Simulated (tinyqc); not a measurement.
MOS structure on a p-type body, non-linear Poisson equation by Newton steps: starts and damping rules compared.

One dimension, insulator interface at x = 0, acceptor density Na, uniform, net doping C = -(acceptor density). psi is counted from the intrinsic level: n = ni exp((psi - Vb)/Vt), p = ni exp(-psi/Vt); deep in the body psi_b = -Vt ln(Na/ni). The gate acts through Cox = eps0 eox/tox and has the potential psi_G = Vg - (phiM - chi - Vt ln(Nc/ni)). Boltzmann statistics, full ionisation, classical densities, no oxide or interface charge.

a_i = eps0 eps_r/h_i for the interval from node i to i + 1, with h_i = x_(i+1) - x_i in cm.

n_i = ni exp((psi_i - Vb)/Vt), p_i = ni exp(-psi_i/Vt), rho_i = p_i - n_i + C_i, g_i = (n_i + p_i)/Vt. Box widths w_i = (h_(i-1) + h_i)/2 in cm. Residual F_i = a_i (psi_(i+1) - psi_i) - a_(i-1) (psi_i - psi_(i-1)) + q rho_i w_i; Jacobian: a_(i-1) and a_i beside the diagonal, b_i = -a_(i-1) - a_i - q g_i w_i on it. Node 0 is free: w_0 = h_0/2, F_0 = a_0 (psi_1 - psi_0) + Cox (psi_G - psi_0) + q rho_0 w_0, b_0 = -a_0 - Cox - q g_0 w_0, with Cox = eps0 eox/tox, psi_G = Vg - (phiM - chi - Vt ln(Nc/ni)). The last node is fixed.

Iterations until the largest undamped |d| is below 1e-9 V (the last, tiny step is counted), with a cap of 100; "overflow" would mean that an exponential left the range of double precision. Starts:
- neutral: -Vt ln(-C_i/ni) on every node but the last, which holds psi_b.
- parabola: psi_b + U (1 - x/W)^2 for x < W and psi_b beyond, with U = Vb - 2 psi_b and W = sqrt(2 eps0 eps_r U/(q Na)).
- linear: A straight line in x from psi_G at node 0 to psi_b at the last node.

Rules for the step d, which solves the tridiagonal system a_(i-1) d_(i-1) + b_i d_i + a_i d_(i+1) = -F_i:
- full Newton steps: the full step is added.
- logarithmic damping: each component d is damped to sign(d) Vt ln(1 + |d|/Vt) before it is added.
- steps capped at 4 Vt: if the largest |d| exceeds 4 Vt, the whole step is scaled down so that it equals 4 Vt.
- halved steps: half of the step is added while the largest |d| exceeds 1.5 Vt, the full step after that.

Values chosen for this exercise; band and dielectric values those of a made-up semiconductor:
```
symbol    value   unit                                                                 meaning
T           300      K                                                             temperature
Eg         1.22     eV                                                                band gap
eps_r      11.3                                                          relative permittivity
Nc       2.9e19  cm^-3                                  conduction-band density of states at T
Nv      2.81e19  cm^-3                                     valence-band density of states at T
chi        5.02     eV                                                       electron affinity
Na       4.4e17  cm^-3                                       acceptor density deep in the body
eox         3.9         relative permittivity of the gate insulator (close to silicon dioxide)
tox         9.8     nm                                                     insulator thickness
phiM       5.47     eV                                                      gate work function
Vb            0      V                         electron quasi-Fermi potential against the body
Vg         1.77      V                                           gate voltage against the body
```

Constants: q = 1.602176634e-19 C, kB = 1.380649e-23 J/K, Vt = kB T/q, eps0 = 8.8541878128e-14 F/cm where lengths are in cm. Results are converted to the units shown.

| node | x (nm) | net doping C (cm^-3) |
|---|---|---|
| 0 | 0 | -4.4e17 |
| 1 | 0.4 | -4.4e17 |
| 2 | 0.951 | -4.4e17 |
| 3 | 1.71 | -4.4e17 |
| 4 | 2.76 | -4.4e17 |
| 5 | 4.2 | -4.4e17 |
| 6 | 6.18 | -4.4e17 |
| 7 | 8.91 | -4.4e17 |
| 8 | 12.7 | -4.4e17 |
| 9 | 17.9 | -4.4e17 |
| 10 | 25 | -4.4e17 |
| 11 | 34.9 | -4.4e17 |
| 12 | 48.4 | -4.4e17 |
| 13 | 67.1 | -4.4e17 |
| 14 | 92.8 | -4.4e17 |
| 15 | 128 | -4.4e17 |

ni = 1.61437e9 cm^-3

Iterations needed:

|  | full Newton steps | logarithmic damping | steps capped at 4 Vt | halved steps |
|---|---|---|---|---|
| neutral | 11 | 20 | 17 | 11 |
| parabola | 9 | 6 | 7 | 6 |
| linear | 58 | 82 | 61 | 85 |

What do the numbers show?

The fewest iterations, 6, are needed by logarithmic damping from the parabola start and halved steps from the parabola start. Every pairing converges. Lowest count for the worst start: full Newton steps, at most 58 iterations.

Program tinyqc, `OMP_NUM_THREADS=1 python tinyqc.py 2080031 2080032 out.jsonl`; Intel Xeon 2.30GHz, shared host, one thread, about 0.5 s.
